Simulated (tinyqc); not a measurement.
Which input was changed? Model: speciation in dilute and buffered hydrofluoric acid, oxide etch rate and bath loading. Computed by tinyqc, a small Python program. Command: `OMP_NUM_THREADS=1 python tinyqc.py 3120514 3120515 out.jsonl hfetch which`. One thread of a shared host (Intel(R) Xeon(R) Processor @ 2.30GHz), about 0.03 s of CPU time with the checks.

Concentrations stand for activities, NH4+ and Cl- are spectators, and water ionisation is neglected. H, F and HF2 denote the ions H+, F- and HF2-. The base temperature is 298 K.

Inputs (values chosen for the exercise, of the order of those for thermal oxide at room temperature):

| quantity | value | unit |
|---|---|---|
| HF added | 0.091 | mol/L |
| NH4F added | 0.12 | mol/L |
| HCl added | 0 | mol/L |
| K1 = [H][F]/[HF] | 0.000731 | mol/L |
| K2 = [HF2]/([HF][F]) | 4.15 | L/mol |
| K3 = [H2F2]/[HF]^2 | 0 | L/mol |
| rate constant of neutral HF k_a | 9.3 | nm L/(min mol) |
| rate constant of HF2 k_b | 47 | nm L/(min mol) |
| activation energy | 0.31 | eV |
| temperature error | 0.25 | K |
| oxide removed per wafer | 11 | nm |

Constants: k_B = 8.617333262e-05 eV/K.

Method:
- Fluoride balance: [HF] + [F] + 2 [HF2] + 2 [H2F2] = HF added + NH4F added. Acid balance: [H] + [HF] + [HF2] + 2 [H2F2] = HF added + HCl added. For a trial [H], [HF] = [H][F]/K1, and the fluoride balance is a quadratic in [F].
- The root is refined to 1e-13 in pH = -log10 [H].
- Rate = k_a ([HF] + 2 [H2F2]) + k_b [HF2], an empirical two-term form.
- Time = oxide/rate; a temperature error changes the rate by exp((E_a/k_B)(1/298 - 1/(298 + error))) - 1.

Problem. One of these inputs alone was changed, within the range given: HF added (0.0455 to 0.182); NH4F added (0.06 to 0.24); K2 = [HF2]/([HF][F]) (2.075 to 8.3); rate constant of HF2 k_b (23.5 to 94). Which one, and to what value?

Results:

| run | [HF2] (mol/L) | pH | share of HF2 in the rate (%) |
|---|---|---|---|
| before | 0.02557589 | 3.301053 | 66.56473 |
| after | 0.02329130 | 3.361764 | 67.07712 |

Solution.

Each candidate set to reproduce [HF2], and what it then gives:

| candidate | range searched | value needed | pH | share of HF2 in the rate (%) |
|---|---|---|---|---|
| HF added (mol/L) | 0.0455 to 0.182 | 0.08150 | 3.3618 | 67.077 |
| NH4F added (mol/L) | 0.06 to 0.24 | 0.1063 | 3.2315 | 63.685 |
| K2 = [HF2]/([HF][F]) (L/mol) | 2.075 to 8.3 | 3.565 | 3.2964 | 63.657 |
| rate constant of HF2 k_b (nm L/(min mol)) | 23.5 to 94 | no effect | - | - |

Only HF added fits every result: it went from 0.091 to 0.0815 mol/L. The next best candidate, NH4F added, misses one result by 5.1 %.
